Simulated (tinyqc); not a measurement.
Undoped gate-all-around wire MOSFET, analytic charge model: effect of the temperature.

An undoped round wire of radius R under an insulator shell and a surrounding gate; long channel, electrons only, n = ni exp((psi - V)/Vt) with V the quasi-Fermi potential (0 at the source, Vd at the drain), constant mobility, no quantisation. The radial Poisson equation gives n(r) = n(0)/(1 - (1 - b) r^2/R^2)^2 with b = Q0/(Q + Q0). Q is the electron charge per area of the wire surface.

Nc and Nv are given at 300 K and scale as (T/300 K)^1.5; Eg and mu are held fixed. ni = sqrt(Nc Nv) exp(-Eg/(2 Vt)), Eg in volts; Cox = eps0 eox/(R ln(1 + tox/R)); Q0 = 4 eps0 eps_r Vt/R; V0 = dphi + Vt ln[8 eps0 eps_r Vt/(q ni R^2)]. Q solves Vg - V0 - V = Q/Cox + Vt ln(Q/Q0) + Vt ln(1 + Q/Q0). I = mu (2 pi R/L)[2 Vt (Qs - Qd) + (Qs^2 - Qd^2)/(2 Cox) + Vt Q0 ln((Qd + Q0)/(Qs + Q0))], with Qs at V = 0 and Qd at V = Vd.  I(low) is taken at Vg = 0.32 V, Qs and I(high) at Vg = 1.07 V.

Parameters, values chosen for the exercise; material values close to those of silicon:

| symbol | value | unit | meaning |
|---|---|---|---|
| Eg | 1.14 | eV | band gap |
| eps_r | 11.6 |  | relative permittivity of the semiconductor |
| Nc | 2.82e19 | cm^-3 | conduction-band density of states at the reference temperature |
| Nv | 2.66e19 | cm^-3 | valence-band density of states at the reference temperature |
| eox | 8.64 |  | relative permittivity of the gate insulator |
| tox | 1.5 | nm | insulator thickness |
| R | 5 | nm | wire radius |
| dphi | 0.04 | V | gate work function less that of the intrinsic body |
| mu | 520 | cm^2/(V s) | channel mobility |
| L | 0.2 | um | gate length |
| Vd | 0.1 | V | drain voltage |

Constants: q = 1.602176634e-19 C, kB = 1.380649e-23 J/K, Vt = kB T/q, eps0 = 8.8541878128e-14 F/cm where lengths are in cm. Results are converted to the units shown.

Result of one run:

| V0 (V) | I(low) (nA) | Qs(high) (nC/cm^2) | I(high) (uA) |
|---|---|---|---|
| 0.54249 | 2.1142 | 2194.5 | 15.939 |

Which temperature T gave this result: 220, 250, 370, 400 or 430 K?

T = 430 K.

The whole series:

| T (K) | V0 (V) | I(low) (nA) | Qs(high) (nC/cm^2) | I(high) (uA) |
|---|---|---|---|---|
| 220 | 0.58181 | 2.4128e-4 | 2249.1 | 16.213 |
| 250 | 0.57659 | 0.0020727 | 2231.1 | 16.093 |
| 280 | 0.57122 | 0.011566 | 2217.2 | 16.006 |
| 310 | 0.56570 | 0.047353 | 2207.0 | 15.949 |
| 340 | 0.56006 | 0.15396 | 2200.0 | 15.916 |
| 370 | 0.55431 | 0.41956 | 2195.7 | 15.905 |
| 400 | 0.54845 | 0.99555 | 2194.0 | 15.914 |
| 430 | 0.54249 | 2.1142 | 2194.5 | 15.939 |

As T goes from 220 to 430 K, I(low) rises from 2.41e-4 to 2.11 nA and I(high) goes from 16.21 through a minimum of 15.91 (at T = 370 K among the rows listed) to 15.94 uA. V0 falls from 0.582 to 0.542 V. In every row the surface density at the source at the higher gate voltage passes 0.3 Nc, where Boltzmann statistics fail. In every row the mobility is held fixed, though a real one changes with T. In every row the body is thin enough for quantum confinement, left out here, to raise the threshold.

tinyqc, about 0.02 s, one thread, Intel Xeon 2.30GHz (shared host): `OMP_NUM_THREADS=1 python tinyqc.py 2460028 2460029 out.jsonl`
